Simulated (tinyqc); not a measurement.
# Gap and mass from two generation rates

Inverse problem. In the two-band model the band-to-band tunnelling rate in a uniform field is G = A F^2 exp(-B/F), with B = pi sqrt(m/C) Eg^1.5/4 (V/nm), A = 1e21 (2 q/h) m Eg/(16 pi C B) for G in cm^-3 s^-1 and F in V/nm, C = hbar^2/(2 m0). Find B, A, Eg and m.

Constants: q = 1.602176634e-19 C, hbar = 1.054571817e-34 J s, h = 6.62607015e-34 J s, m0 = 9.1093837015e-31 kg, hbar^2/(2 m0) = 0.0380998212 eV nm^2. Results are converted to the units shown.

G at F = 0.049 and 0.082 V/nm (cm^-3 s^-1): 2.0745030e27  3.1555365e29

Answer. The slope of ln(G/F^2) against 1/F is -B and the intercept gives A. The product A B fixes m Eg, and B = (pi/4) Eg sqrt(m Eg/C) then gives Eg.

B = 0.486 V/nm
A = 1.77e34 cm^-3 s^-1 (V/nm)^-2
Eg = 0.655 eV
m = 0.0520 m0

Computed by the program tinyqc: `OMP_NUM_THREADS=1 python tinyqc.py 2620042 2620043 out.jsonl`, one thread of a shared Intel Xeon 2.30GHz, about 0.01 s for the whole run.
